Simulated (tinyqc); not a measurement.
Inside a calculation. Model: fully depleted semiconductor-on-insulator film with two gates, non-linear Poisson equation by Newton steps.

Computed by the program tinyqc: `OMP_NUM_THREADS=1 python tinyqc.py 2190063 2190064 out.jsonl`, one thread of a shared Intel Xeon 2.30GHz, about 0.4 s for the whole run. Printed values are rounded.

One dimension across the film, front interface at x = 0, back interface at x = ts. psi is counted from the intrinsic level, n = ni exp(psi/Vt) (source grounded), holes neglected, acceptors ionised. Gates act through Cox = eps0 eox/tox and Cbox = 3.9 eps0/tb with potentials G1 = Vg - (phiM - chi - Vt ln(Nc/ni)) and G2 = Vb - (phiB - chi - Vt ln(Nc/ni)). Classical Boltzmann densities, no interface charge, no depletion in the back plane.

Values chosen for this exercise; band and dielectric values close to those of In0.53Ga0.47As: temperature T = 300 K; band gap Eg = 0.731 eV; relative permittivity eps_r = 14; conduction-band density of states at T Nc = 2.12e17 cm^-3; valence-band density of states at T Nv = 7.59e18 cm^-3; electron affinity chi = 4.51 eV; relative permittivity of the gate insulator (close to silicon dioxide) eox = 3.9; insulator thickness tox = 1.3 nm; film thickness ts = 14 nm; buried-oxide thickness (eps_r 3.9) tb = 38 nm; acceptor density of the film Na = 1e15 cm^-3; work function of the front gate phiM = 4.71 eV; work function of the back plane phiB = 5.19 eV; back-gate voltage Vb = 0 V; front-gate voltage Vg = 0.75 V.

Constants: q = 1.602176634e-19 C, kB = 1.380649e-23 J/K, Vt = kB T/q, eps0 = 8.8541878128e-14 F/cm where lengths are in cm. Results are converted to the units shown.

Range of the model: In so thin a film or at such density quantum confinement moves the charge away from the interfaces and raises the threshold.

## Capacitances and gate potentials

ni = sqrt(Nc Nv) exp(-Eg/(2 Vt)), Eg in volts; Cox, Cbox, G1, G2 as defined; Cs = eps0 eps_r/ts; a = eps0 eps_r/h with h = ts/7; coupling ratio of a depleted film Cs Cbox/(Cox (Cs + Cbox)).

ni = 9.186690e11 cm^-3
Cox = 2.656256 uF/cm^2
Cbox = 0.09087193 uF/cm^2
Cs = 0.8854188 uF/cm^2
a = 6.197931 uF/cm^2
G1 = 0.8692508 V
G2 = -0.3607492 V
coupling ratio = 0.03102625

## Iteration 1: density, residual and Jacobian diagonal

psi at the start, node 0 to 7 (V): 0.08  0.08  0.08  0.08  0.08  0.08  0.08  0.08

Nodes 0 to 7, h = ts/7, box widths w = h (h/2 at both ends), a = eps0 eps_r/h. F_i = a (psi_(i+1) - 2 psi_i + psi_(i-1)) - q w_i (n_i + Na); F_0 = a (psi_1 - psi_0) + Cox (G1 - psi_0) - q w_0 (n_0 + Na); F_7 = a (psi_6 - psi_7) + Cbox (G2 - psi_7) - q w_7 (n_7 + Na). Diagonal b_i = -2 a - q w_i n_i/Vt, with -a - Cox and -a - Cbox in place of -2 a at the ends.

```
node    n (cm^-3)  residual F (C/cm^2)  diagonal b (F/cm^2)
0     2.028149e13          2.096436e-6         -8.854200e-6
1     2.028149e13        -3.269342e-11         -1.239589e-5
2     2.028149e13        -3.269342e-11         -1.239589e-5
3     2.028149e13        -3.269342e-11         -1.239589e-5
4     2.028149e13        -3.269342e-11         -1.239589e-5
5     2.028149e13        -3.269342e-11         -1.239589e-5
6     2.028149e13        -3.269342e-11         -1.239589e-5
7     2.028149e13         -4.006808e-8         -6.288816e-6
```

## Iteration 1: Newton step

Solve a d_(i-1) + b_i d_i + a d_(i+1) = -F_i for all nodes. Each component d is damped to sign(d) Vt ln(1 + |d|/Vt) before it is added.

```
node  Newton step d, before damping (V)  psi after iteration 1 (V)
0                             0.7521145                  0.1680078
1                             0.7362031                  0.1674736
2                             0.7203000                  0.1669284
3                             0.7044050                  0.1663718
4                             0.6885182                  0.1658031
5                             0.6726395                  0.1652220
6                             0.6567688                  0.1646279
7                             0.6409060                  0.1640200
```

## Iteration 2: density, residual and Jacobian diagonal

As before.

```
node    n (cm^-3)  residual F (C/cm^2)  diagonal b (F/cm^2)
0     6.103327e14          1.859344e-6         -8.854566e-6
1     5.978499e14        -1.192949e-10         -1.239660e-5
2     5.853735e14        -1.218057e-10         -1.239659e-5
3     5.729035e14        -1.245068e-10         -1.239657e-5
4     5.604400e14        -1.274151e-10         -1.239656e-5
5     5.479827e14        -1.305495e-10         -1.239654e-5
6     5.355318e14        -1.339310e-10         -1.239653e-5
7     5.230871e14         -4.394384e-8         -6.289128e-6
```

## Iteration 2: Newton step

As before.

```
node  Newton step d, before damping (V)  psi after iteration 2 (V)
0                             0.6630597                  0.2528729
1                             0.6472744                  0.2517394
2                             0.6315856                  0.2505845
3                             0.6159905                  0.2494072
4                             0.6004860                  0.2482064
5                             0.5850694                  0.2469810
6                             0.5697379                  0.2457298
7                             0.5544891                  0.2444515
```

## Course of the Newton iteration

Stop when the largest undamped |d| is below 1e-9 V, or after 80 iterations.

Course of the iteration:
```
iteration  largest |F| (C/cm^2)  largest |d| (V)
1                       2.10e-6            0.752
2                       1.86e-6            0.663
3                       1.63e-6            0.557
4                       1.40e-6            0.328
5                       1.11e-6            0.112
6                       5.22e-7           0.0222
7                       5.94e-8           0.0114
8                       6.23e-9          2.95e-3
9                      2.85e-10          2.05e-4
10                     1.98e-12          9.73e-7
11                     6.27e-17         2.08e-11
```

Converged in 11 iterations.

## Electron sheet density, centroid and oxide fields

converged psi, node 0 to 7 (V): 0.4585668  0.4025685  0.3740865  0.3547514  0.3397487  0.3271732  0.3160919  0.3059858

n_i = ni exp(psi_i/Vt); N_inv = sum w_i n_i with w = ts/7, halved at the ends; centroid sum w n x/N_inv; fields (G1 - psi_0)/tox and (G2 - psi_7)/tb.

n, node 0 to 7 (cm^-3): 4.642390e19  5.321240e18  1.768217e18  8.369889e17  4.684740e17  2.880225e17  1.876160e17  1.269098e17
N_inv = 6.429192e12 cm^-2
centroid = 1.011171 nm
field in the front oxide = 3.159108 MV/cm
field in the buried oxide = -0.1754566 MV/cm

The centroid lies at 0.072 of the film, near the front interface. A 400-interval mesh gives N_inv = 6.083e12 cm^-2; this mesh is 5.7 % above it.
